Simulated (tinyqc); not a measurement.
Quantum against classical capture: non-radiative capture by multiphonon emission, one effective mode. Computed by tinyqc, a small Python program. Command: `OMP_NUM_THREADS=1 python tinyqc.py 3023734 3023735 out.jsonl capture walk`. One thread of a shared host (Intel(R) Xeon(R) Processor @ 2.30GHz), about 0.01 s of CPU time with the checks.

The initial state (free carrier plus empty centre) lies dE above the final state; both have the same frequency and are displaced by dQ.

Inputs (values chosen for the exercise, with mass, screening and phonons like those of diamond): energy released dE = 2.48 eV; phonon energy hbar omega = 117 meV; Huang-Rhys factor S = 8.18; electron-phonon coupling W = 0.035 eV/(u^(1/2) angstrom); cell volume V = 754 angstrom^3; degeneracy g = 4; broadening b = 100 meV; carrier mass m = 0.578 m_0; dielectric constant eps = 5.89; temperature T = 200 K.

Centre: repulsive.

Constants: hbar^2/u = 4.18015928e-03 eV angstrom^2; k_B = 8.617333262e-05 eV/K; hbar = 6.582119569e-16 eV s; Ry = 13.605693123 eV.

Method:
- dQ = sqrt(2 S (hbar^2/u)/hbar omega); relaxation energy lambda = S hbar omega; phonons needed P = dE/hbar omega; classical barrier E_b = (dE - lambda)^2/(4 lambda); occupation n = 1/(exp(hbar omega/k_B T) - 1).
- M_p = sum_m w_m <m_i|Q|(m + p)_f>^2 with Q counted from the final minimum and Boltzmann weights w_m for m = 0..24; <m_i|Q|k_f> = sqrt((hbar^2/u)/(2 hbar omega)) [sqrt(k) <m|k-1> + sqrt(k+1) <m|k+1>], with overlaps of oscillators displaced by d = sqrt(2 S) summed on 1500 points from -16 to 16 + d.
- The delta function is a Gaussian of standard deviation b at dE - p hbar omega.
- C_0 = V (2 pi/hbar) g W^2 sum_p M_p Gaussian_p. Here the sum runs over all p.
- Classical (Marcus) form: replace the sum by Q_c^2 exp(-E_b/k_B T)/sqrt(4 pi lambda k_B T), Q_c = dQ (dE + lambda)/(2 lambda).
- Sommerfeld factor of a repulsive centre: s(k) = 2 pi nu/(exp(2 pi nu) - 1), nu = sqrt(Ry*/E), Ry* = Ry m/eps^2, averaged over (2/sqrt(pi)) sqrt(x) exp(-x) dx with x = E/k_B T = t^2 (trapezoid, t to 6 in steps of 0.01).
- The last column is -k_B d ln C_0/d(1/T) from this row and the one above.

dQ = 0.764531 u^(1/2) angstrom

lambda = 0.95706 eV

classical barrier E_b = 0.605852 eV

Against temperature:
```
T (K)  C_0, quantum (cm^3/s)  C_0, classical (cm^3/s)  Sommerfeld factor  activation energy (eV)
110               4.9754e-11               3.4383e-35         1.6006e-06                       -
200               5.0164e-11               7.8984e-23         3.0765e-05              1.7270e-04
340               5.6930e-11               1.1712e-16         2.5485e-04              5.2962e-03
540               8.9920e-11               1.9692e-13         1.1615e-03              3.6160e-02
810               1.9511e-10               1.2332e-11         3.5470e-03              1.0814e-01
1200              5.1537e-10               1.7013e-10         8.8851e-03              2.0861e-01
1500              9.0925e-10               4.9117e-10         1.4044e-02              2.9354e-01
```

What does the comparison show, and why?

At 110 K the quantum value is 1.4e24 times the classical one: C_0 comes from tunnelling out of the lowest level and hardly depends on T. At 1500 K the ratio is 1.9. The largest apparent activation energy is 0.294 eV against the classical barrier of 0.606 eV, so an Arrhenius fit understates the barrier, through tunnelling and the broadening b at low T and the T^(-1/2) prefactor at high T. The measured coefficient is C = s C_0, and s changes by a factor 8800 over these rows, so C changes by 160000 where C_0 changes by 18.

Extremes, crossings and ranges named in words are read from the listed rows.
